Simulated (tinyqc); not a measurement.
Comparisons within one model: coherent potential approximation for a binary alloy with a semi-elliptic band. A value that a table varies takes the place of the one given here.

Site levels eA = -x d (share 1 - x) and eB = (1 - x) d (share x), so that their mean, the virtual crystal, is 0. Pure band: G0(z) = 2 (z - sqrt(z - W) sqrt(z + W))/W^2 with principal roots, density -Im G/pi per site. The medium has a self-energy S(z), G = G0(z - S), z = E + i eta. t_i = (e_i - S)/(1 - (e_i - S) G); the CPA demands <t> = (1 - x) tA + x tB = 0. Iteration: start at S = 0, set S(new) = S + <t>/(1 + <t> G), stop when |<t>| < 1e-9 eV.

Inputs chosen for the exercise: W = 2.9 eV (half width of the pure band); x = 0.32 (fraction of B); d = 1.42 eV (eB - eA); eta = 0.058 eV (broadening); E1 = -3.4 eV (first energy); dE = 0.52 eV (step); E = -1.74 eV (energy).

## Virtual crystal, CPA and unmixed bands

Fifteen energies E1 + j dE. Virtual crystal: G0(z). Unmixed: (1 - x) G0(z - eA) + x G0(z - eB), the limit of large separate grains.

Densities (1/eV) and self-energy (eV):

| E (eV) | virtual crystal | CPA | unmixed | Re S | Im S |
|---|---|---|---|---|---|
| -3.40 | 0.0040 | 0.0057 | 0.0124 | -0.1449 | -0.0046 |
| -2.88 | 0.0324 | 0.0764 | 0.0797 | -0.1891 | -0.0489 |
| -2.36 | 0.1234 | 0.1348 | 0.1111 | -0.1866 | -0.0946 |
| -1.84 | 0.1654 | 0.1665 | 0.1453 | -0.1804 | -0.1316 |
| -1.32 | 0.1911 | 0.1853 | 0.1814 | -0.1711 | -0.1680 |
| -0.80 | 0.2067 | 0.1950 | 0.1996 | -0.1569 | -0.2071 |
| -0.28 | 0.2142 | 0.1971 | 0.2081 | -0.1340 | -0.2511 |
| 0.24 | 0.2144 | 0.1926 | 0.2086 | -0.0942 | -0.3002 |
| 0.76 | 0.2075 | 0.1833 | 0.2013 | -0.0237 | -0.3443 |
| 1.28 | 0.1927 | 0.1716 | 0.1852 | 0.0765 | -0.3516 |
| 1.80 | 0.1678 | 0.1567 | 0.1569 | 0.1687 | -0.3094 |
| 2.32 | 0.1275 | 0.1333 | 0.1023 | 0.2337 | -0.2393 |
| 2.84 | 0.0443 | 0.0918 | 0.0555 | 0.2757 | -0.1486 |
| 3.36 | 0.0043 | 0.0090 | 0.0399 | 0.2329 | -0.0146 |
| 3.88 | 0.0022 | 0.0028 | 0.0085 | 0.1640 | -0.0047 |

d/W = 0.49. CPA and virtual crystal differ by at most 0.048 1/eV, at 2.84 eV, against a peak of 0.220 for the pure band. |Im S| is largest at 1.28 eV (Im S = -0.352 eV); where the density is near zero this is no damping of states. On these rows the CPA density keeps one maximum: the bands are amalgamated.

## Bowing of the band edge from disorder

For eta = 0 the CPA reads G = (1 - x)/(y - eA) + x/(y - eB) with y = E - W^2 G/4; the lower edge is the maximum of E(y) = y + W^2 G(y)/4 for y < eA. The virtual crystal puts it at -W. Second order: -W - 2 x (1 - x) d^2/W, from S = x (1 - x) d^2 G0(-W), G0(-W) = -2/W.

Lower edge (eV):

| x | edge | edge + W | second order | (edge + W)/(x (1 - x)) |
|---|---|---|---|---|
| 0.05 | -2.9346 | -0.0346 | -0.0661 | -0.7287 |
| 0.10 | -2.9681 | -0.0681 | -0.1252 | -0.7571 |
| 0.25 | -3.0612 | -0.1612 | -0.2607 | -0.8598 |
| 0.40 | -3.1402 | -0.2402 | -0.3337 | -1.0010 |
| 0.50 | -3.1825 | -0.2825 | -0.3477 | -1.1300 |
| 0.60 | -3.2134 | -0.3134 | -0.3337 | -1.3058 |
| 0.75 | -3.2278 | -0.3278 | -0.2607 | -1.7480 |
| 0.90 | -3.1647 | -0.2647 | -0.1252 | -2.9410 |
| 0.95 | -3.0992 | -0.1992 | -0.0661 | -4.1946 |

second-order coefficient = -1.3906 eV

Disorder pushes the edge below the virtual crystal, most at x = 0.75 (-328 meV). The coefficient runs from -0.729 at x = 0.05 to -4.195 eV at 0.95, against -1.391 in second order: it depends strongly on x and is largest in size where the low-lying A atoms are dilute and act as attractive impurities.

## When the band splits

x as given, d varied, eta as given. The density is taken at E = (eA + eB)/2 and at E = eA + eB = (1 - 2x) d, where S has its pole for well split bands; a gap shows as a density of the size of the broadening tail.

Between the two levels:

| d/W | d (eV) | density at the midpoint (1/eV) | density at (1 - 2x) d (1/eV) | Im S at the midpoint (eV) |
|---|---|---|---|---|
| 0.2 | 0.58 | 0.2114 | 0.2109 | -0.050 |
| 0.4 | 1.16 | 0.1999 | 0.1975 | -0.201 |
| 0.6 | 1.74 | 0.1814 | 0.1732 | -0.448 |
| 0.8 | 2.32 | 0.1581 | 0.1327 | -0.727 |
| 1.0 | 2.90 | 0.1325 | 0.0593 | -0.908 |
| 1.2 | 3.48 | 0.1029 | 0.0246 | -0.907 |
| 1.5 | 4.35 | 0.0272 | 0.0090 | -0.411 |
| 2.0 | 5.80 | 0.0035 | 0.0035 | -0.302 |

The midpoint density falls from 0.211 to 0.0035 1/eV; it first drops below a tenth of the pure peak (0.022) at d/W = 2. At (1 - 2x) d the density drops below that mark at d/W = 1.5, so the bands have parted by then (this mark lags the true splitting), and is least, 0.0035, at d/W = 2. For x = 1/2 the two coincide and the band splits at d = W exactly; here x = 0.32. The size of Im Sigma at the midpoint is largest at d/W = 1. It is a lifetime only where the density there is finite; for well separated bands, d/W above 1/(2 sqrt(x (1 - x))), S has a pole in the gap at (1 - 2x) d.

## What each parameter does

Converged values at E. Each row changes one parameter from the base and keeps the others.

Results:

| case | Re S (eV) | Im S (eV) | density (1/eV) |
|---|---|---|---|
| base | -0.1789 | -0.1385 | 0.1710 |
| W = 3.19 eV | -0.1616 | -0.1434 | 0.1614 |
| x = 0.37 | -0.1960 | -0.1645 | 0.1700 |
| d = 1.562 eV | -0.2135 | -0.1582 | 0.1713 |
| eta = 0.116 eV | -0.1749 | -0.1376 | 0.1670 |
| E = -1.45 eV | -0.1738 | -0.1588 | 0.1816 |

The largest shifts from the base row, up to three for each result and ties (the steps differ in size, so this ranks the rows, not the parameters). Re S (eV): d -0.0346, W +0.0173, x -0.0171. Im S (eV): x -0.0260, E -0.0202, d -0.0196. density (1/eV): E +0.0106, W -0.0095, eta -0.0040.

Program tinyqc; command `OMP_NUM_THREADS=1 python tinyqc.py 1451449 1451450 out.jsonl`; about 0.01 s on one thread of a shared Intel(R) Xeon(R) Processor @ 2.30GHz.
